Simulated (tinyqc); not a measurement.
Worked calculation: MP2 on RHF in the 3-21g basis, for H3+, spin multiplicity 1. One step of it, computed by the program tinyqc.

Task: Iteration 6 (converged): orbitals. Diagonalise F' = X^T F X, C = X C', fill 1 alpha and 1 beta electrons from the bottom; D = 2 C_occ C_occ^T. Each column has its largest component positive (the first on a tie).

converged F (hartree), order 1H 1s, 1H 2s, 2H 1s, 2H 2s, 3H 1s, 3H 2s:
$$\begin{pmatrix}
-0.365882 & -0.819232 & -0.510672 & -0.609511 & -0.510672 & -0.609511 \\
-0.819232 & -0.824967 & -0.553134 & -0.647274 & -0.553134 & -0.647274 \\
-0.510672 & -0.553134 & -0.168869 & -0.607505 & -0.117102 & -0.268657 \\
-0.609511 & -0.647274 & -0.607505 & -0.594605 & -0.268657 & -0.411864 \\
-0.510672 & -0.553134 & -0.117102 & -0.268657 & -0.168869 & -0.607505 \\
-0.609511 & -0.647274 & -0.268657 & -0.411864 & -0.607505 & -0.594605
\end{pmatrix}$$

X, order 1H 1s, 1H 2s, 2H 1s, 2H 2s, 3H 1s, 3H 2s:
$$\begin{pmatrix}
-0.773600 & 0.000000 & 0.650061 & 0.956666 & 0.000000 & 0.222693 \\
3.235760 & 0.000000 & -0.510685 & 0.117623 & 0.000000 & 0.302666 \\
0.257161 & -0.819440 & 0.733628 & -0.494086 & 0.478443 & 0.168633 \\
-1.828649 & 1.096244 & -0.486157 & -0.167773 & 0.357635 & 0.244391 \\
0.257161 & 0.819440 & 0.733628 & -0.494086 & -0.478443 & 0.168633 \\
-1.828649 & -1.096244 & -0.486157 & -0.167773 & -0.357635 & 0.244391
\end{pmatrix}$$

Give: F' = X^T F X; orbital energies; coefficients C; D after iteration 6.

Result:

F' = X^T F X (hartree):
$$\begin{pmatrix}
0.560 & 0.000 & -0.081 & -0.508 & 0.000 & -0.034 \\
0.000 & 0.709 & 0.000 & 0.000 & -0.260 & 0.000 \\
-0.081 & 0.000 & 0.623 & -0.103 & 0.000 & -0.134 \\
-0.508 & 0.000 & -0.103 & 0.519 & 0.000 & -0.094 \\
0.000 & -0.260 & 0.000 & 0.000 & -0.302 & 0.000 \\
-0.034 & 0.000 & -0.134 & -0.094 & 0.000 & -0.999
\end{pmatrix}$$

orbital energies (hartree): MO1 -1.021, MO2 -0.365, MO3 0.017, MO4 0.658, MO5 0.772, MO6 1.049

coefficients C, order 1H 1s, 1H 2s, 2H 1s, 2H 2s, 3H 1s, 3H 2s:
$$\begin{pmatrix}
0.318 & 0.000 & 0.243 & -0.621 & 0.000 & -1.200 \\
0.435 & 0.000 & 2.148 & 1.026 & 0.000 & 2.232 \\
0.204 & 0.273 & -0.056 & -0.727 & -0.909 & 0.550 \\
0.088 & 0.605 & -1.475 & 0.195 & 0.982 & -1.203 \\
0.204 & -0.273 & -0.056 & -0.727 & 0.909 & 0.550 \\
0.088 & -0.605 & -1.475 & 0.195 & -0.982 & -1.203
\end{pmatrix}$$

D after iteration 6, order 1H 1s, 1H 2s, 2H 1s, 2H 2s, 3H 1s, 3H 2s:
$$\begin{pmatrix}
0.202 & 0.277 & 0.130 & 0.056 & 0.130 & 0.056 \\
0.277 & 0.379 & 0.178 & 0.077 & 0.178 & 0.077 \\
0.130 & 0.178 & 0.084 & 0.036 & 0.084 & 0.036 \\
0.056 & 0.077 & 0.036 & 0.016 & 0.036 & 0.016 \\
0.130 & 0.178 & 0.084 & 0.036 & 0.084 & 0.036 \\
0.056 & 0.077 & 0.036 & 0.016 & 0.036 & 0.016
\end{pmatrix}$$
